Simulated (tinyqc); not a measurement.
# Bending a trimer

Model: Stillinger-Weber potential for a tetrahedral semiconductor. Computed by tinyqc, a small Python program. Command: `OMP_NUM_THREADS=1 python tinyqc.py 3002385 3002386 out.jsonl swsi sweep`. One thread of a shared host (Intel(R) Xeon(R) Processor @ 2.30GHz), about 0.05 s of CPU time with the checks.

With x = r/sigma: pair term eps A (B x^-4 - 1) exp(1/(x - a)); for each pair of neighbours j, k of atom i, three-body term eps lambda exp(gamma/(x_ij - a) + gamma/(x_ik - a)) (cos theta_jik + 1/3)^2; both vanish beyond x = a. A = 7.049556277, B = 0.6022245584, a = 1.8.

Inputs (values chosen for the exercise, modelled on silicon):
```
quantity                    value      unit
energy scale eps            2.108        eV
length scale sigma          2.081  angstrom
three-body strength lambda   22.1         -
gamma                         1.3         -
bond 1 of the trimer         2.36  angstrom
bond 2 of the trimer         2.53  angstrom
```

Method. Atom 1 binds atoms 2 and 3 at the angle theta; the third side follows from the cosine rule. Sum the three pair terms and the three-body terms centred on each atom.

One run for each value; columns: (1) angle of the trimer theta (degrees); (2) energy of the trimer (eV); (3) three-body term at atom 1 (eV); (4) distance 2-3 (angstrom):
```
(1)      (2)         (3)     (4)
60   -4.6122  4.9629e-01  2.4494
70   -4.5157  3.2595e-01  2.8082
80   -4.1536  1.8369e-01  3.1459
90   -3.9779  7.9406e-02  3.4598
100  -4.0306  1.8223e-02  3.7476
110  -4.0487  5.3928e-05  4.0068
120  -4.0289  1.9851e-02  4.2357
140  -3.9150  1.3381e-01  4.5955
160  -3.7860  2.6276e-01  4.8158
180  -3.7312  3.1762e-01  4.8900
```

Over the rows, energy of the trimer (eV) lies between -4.61 and -3.73 without a single trend; three-body term at atom 1 (eV) goes from 0.496 through a minimum among these rows, 5.39e-5 at 110, to 0.318. The term at atom 1 vanishes at the tetrahedral angle, 109.47 degrees. At the smallest angles a third bond forms between atoms 2 and 3.

Extremes, crossings and ranges named in words are read from the listed rows.
